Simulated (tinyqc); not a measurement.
Tolerances: periodic multilayer mirror for extreme ultraviolet light.

s polarisation, vacuum above. q_j = sqrt(N_j^2 - sin^2 theta); interface r_jk = (q_j - q_k)/(q_j + q_k) exp(-2 (2 pi/lam)^2 q_j q_k sg^2) (Nevot-Croce; sg = 0 if not given); phase factor of a layer x_j = exp(4 pi i q_j d_j/lam). Each period has the spacer (thickness (1 - Gm) L) on top of the absorber (Gm L). In this recursion R is the amplitude; R in tables and results is the reflectance, its squared modulus. The substrate is of the spacer material. Starting with R = 0 in it, each interface upward gives R -> (r + R x)/(1 + r R x), x that of the layer below the interface (1 for the substrate).

Values chosen for the exercise (optical constants near those of Mo and Si at 13.5 nm; shifted at random, so the results belong to these values and not to a real crystal): lam = 13.5 nm (wavelength); dA = (0.0752, 0.00607) (delta and beta of the absorber, N = 1 - delta + i beta); dS = (0.0009, 0.00194) (delta and beta of the spacer and the substrate); L = 6.95 nm (period); Gm = 0.46 (absorber share of the period); theta = 6 degrees (angle from the normal); sg = 0.2 nm (interface roughness); Np = 40 (periods).

R of the mirror, and R^10 for a chain of ten such mirrors.

One parameter was then changed.

Results before and after:

| case | R | R^10 |
|---|---|---|
| base | 0.7167 | 0.0358 |
| changed | 0.6923 | 0.0253 |

Which of these changes was made? (a) lam = 13.55 nm; (b) dA = (0.0752, 0.00728); (c) L = 6.99 nm; (d) sg = 0.4 nm; (e) theta = 8 degrees; (f) Gm = 0.5.

Answer: (b) dA = (0.0752, 0.00728). Of the candidates, run in turn, only this one gives the changed row.

All candidates:

| case | R | R^10 |
|---|---|---|
| base | 0.7167 | 0.0358 |
| L = 6.99 nm | 0.7217 | 0.0383 |
| Gm = 0.5 | 0.6986 | 0.0277 |
| theta = 8 degrees | 0.6961 | 0.0267 |
| sg = 0.4 nm | 0.6998 | 0.0282 |
| dA = (0.0752, 0.00728) | 0.6923 | 0.0253 |
| lam = 13.55 nm | 0.7008 | 0.0286 |

tinyqc: `OMP_NUM_THREADS=1 python tinyqc.py 1680683 1680684 out.jsonl`; about 0.01 s, one thread, shared Intel(R) Xeon(R) Processor @ 2.30GHz.
